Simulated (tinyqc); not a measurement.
Ground states by the convex hull: cluster expansion of a binary alloy: correlations, fit, cross-validation and ground states. Computed by tinyqc, a small Python program. Command: `OMP_NUM_THREADS=1 python tinyqc.py 3005725 3005726 out.jsonl clex walk`. One thread of a shared host (Intel(R) Xeon(R) Processor @ 2.30GHz), about 0.07 s of CPU time with the checks.

s = +1 for A and -1 for B. Energy per site E = J0 + J1 P(point) + sum over clusters of m V P, with P the mean product of spins; V > 0 on a pair favours unlike neighbours. Clusters per site m: pair 1 2, pair 2 2, pair 3 2, triplet 4; the triplet is two first-neighbour bonds at a right angle. Formation energies are counted from the line between pure A and pure B, which removes J0 and J1.

Inputs (values chosen for the exercise, for a model alloy):
```
quantity                    value      unit
first-pair interaction V1    32.3       meV
second-pair interaction V2    -14       meV
third-pair interaction V3     4.8       meV
triplet interaction Vt       -3.5       meV
noise amplitude               1.3  meV/site
```

Lattice: square.

Method:
- Design matrix of formation energies: m (P - 1) for pairs and m (P(triplet) - P(point)) for the triplet; x = (1 - P(point))/2.
- Exact: X V with V = (V1, V2, V3, Vt). The data to fit add the noise amplitude times the normal numbers, standing for what the clusters leave out.
- Leave out pair 3: A = X^T X and b = X^T E (E being the data with noise) over these three columns; solve A V = b. The root-mean-square error runs over the structures between the pure ends.
- Height above the hull = E less the lowest straight line between two structures that bracket x (or the lowest structure at the same x). The three-term fit is X V with the fitted values.

correlations P, counted on periodic cells:
```
                      point    pair 1    pair 2    pair 3   triplet
A                   1.00000   1.00000   1.00000   1.00000   1.00000
A3B p(2x2)          0.50000   0.00000   0.00000   1.00000  -0.50000
A3B c(4x2)          0.50000   0.00000   0.00000   0.50000  -0.50000
A2B diagonal rows   0.33333  -0.33333   0.33333  -0.33333  -0.33333
A2B rows            0.33333   0.33333  -0.33333   0.33333   0.33333
AB c(2x2)           0.00000  -1.00000   1.00000   1.00000   0.00000
AB p(2x1)           0.00000   0.00000  -1.00000   1.00000   0.00000
A2B2 rows           0.00000   0.50000   0.00000   0.00000   0.00000
AB2 diagonal rows  -0.33333  -0.33333   0.33333  -0.33333   0.33333
AB2 rows           -0.33333   0.33333  -0.33333   0.33333  -0.33333
AB3 p(2x2)         -0.50000   0.00000   0.00000   1.00000   0.50000
AB3 c(4x2)         -0.50000   0.00000   0.00000   0.50000   0.50000
B                  -1.00000   1.00000   1.00000   1.00000  -1.00000
```

standard normal numbers for the noise (0 for the pure ends): A 0.000, A3B p(2x2) -0.021, A3B c(4x2) 1.704, A2B diagonal rows -0.238, A2B rows -1.309, AB c(2x2) 0.376, AB p(2x1) 0.178, A2B2 rows -0.759, AB2 diagonal rows 1.801, AB2 rows 0.845, AB3 p(2x2) -1.353, AB3 c(4x2) -1.409, B 0.000

X:
```
                     pair 1    pair 2    pair 3   triplet
A                   0.00000   0.00000   0.00000   0.00000
A3B p(2x2)         -2.00000  -2.00000   0.00000  -4.00000
A3B c(4x2)         -2.00000  -2.00000  -1.00000  -4.00000
A2B diagonal rows  -2.66667  -1.33333  -2.66667  -2.66667
A2B rows           -1.33333  -2.66667  -1.33333   0.00000
AB c(2x2)          -4.00000   0.00000   0.00000   0.00000
AB p(2x1)          -2.00000  -4.00000   0.00000   0.00000
A2B2 rows          -1.00000  -2.00000  -2.00000   0.00000
AB2 diagonal rows  -2.66667  -1.33333  -2.66667   2.66667
AB2 rows           -1.33333  -2.66667  -1.33333   0.00000
AB3 p(2x2)         -2.00000  -2.00000   0.00000   4.00000
AB3 c(4x2)         -2.00000  -2.00000  -1.00000   4.00000
B                   0.00000   0.00000   0.00000   0.00000
```

fitted V1, V2, Vt (meV): 33.4766  -12.8454  -3.7051

exact energies (meV/site): A 0.000, A3B p(2x2) -22.600, A3B c(4x2) -27.400, A2B diagonal rows -70.933, A2B rows -12.133, AB c(2x2) -129.200, AB p(2x1) -8.600, A2B2 rows -13.900, AB2 diagonal rows -89.600, AB2 rows -12.133, AB3 p(2x2) -50.600, AB3 c(4x2) -55.400, B 0.000

root-mean-square error of the three-cluster fit = 5.05427 meV/site

Hull among these structures (meV/site):
```
structure               x  exact E  above hull  fitted E  above hull, fit
A                  0.0000     0.00        0.00      0.00             0.00
A3B p(2x2)         0.2500   -22.60       42.00    -26.44            40.51
A3B c(4x2)         0.2500   -27.40       37.20    -26.44            40.51
A2B diagonal rows  0.3333   -70.93       15.20    -62.26            27.01
A2B rows           0.3333   -12.13       74.00    -10.38            78.89
AB c(2x2)          0.5000  -129.20        0.00   -133.91             0.00
AB p(2x1)          0.5000    -8.60      120.60    -15.57           118.33
A2B2 rows          0.5000   -13.90      115.30     -7.79           126.12
AB2 diagonal rows  0.6667   -89.60        0.00    -82.02             7.25
AB2 rows           0.6667   -12.13       77.47    -10.38            78.89
AB3 p(2x2)         0.7500   -50.60       16.60    -56.08            10.87
AB3 c(4x2)         0.7500   -55.40       11.80    -56.08            10.87
B                  1.0000     0.00        0.00      0.00             0.00
```

lowest exact formation energy = -129.2 meV/site

On the exact hull: A, AB c(2x2), AB2 diagonal rows, B. The fit finds A, AB c(2x2), B instead; its root-mean-square error is 5.05 meV. A structure at zero height may lie on a tie line without being a vertex, and structures outside this list could lie lower.

Extremes, crossings and ranges named in words are read from the listed rows.
